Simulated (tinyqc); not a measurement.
Scattering of inversion-layer electrons by surface optical phonons of the gate insulator (remote phonon scattering): one step, computed by the program tinyqc.

One subband with the Fang-Howard envelope; insulator and channel are half-spaces, the gate is far away, and an interlayer only moves the polar surface away by t (its own modes and its permittivity contrast are left out).

Question. The electron gas. Density of states D = g_v m/(pi hbar^2); eta = E_F/(k_B T) = ln(exp(n/(D k_B T)) - 1); screening wave number q_s = e^2 D/(2 eps_0 eps_avg) x 1/(1 + exp(-eta)), eps_avg = (eps_s + eps_inf)/2; b = 3/z0.

Inputs (values chosen for the exercise, modelled on SiO2 on germanium): optical constant eps_inf = 2.5; constant of the channel eps_s = 16.2; in-plane mass m = 0.118 m_0; valleys g_v = 4; sheet density n = 5.5e+11 1/cm^2; mean distance of the electrons z0 = 3/b = 2.9 nm; temperature T = 350 K.

Constants: hbar^2/(2 m_0) = 3.80998212 eV angstrom^2; k_B = 8.617333262e-05 eV/K; e^2/(4 pi eps_0) = 14.39964548 eV angstrom.

Give: D; eta; q_s; b.

Answer.

D = 1.972e+14 1/(eV cm^2)

eta = -2.334

q_s = 0.1685 1/nm

b = 1.034 1/nm
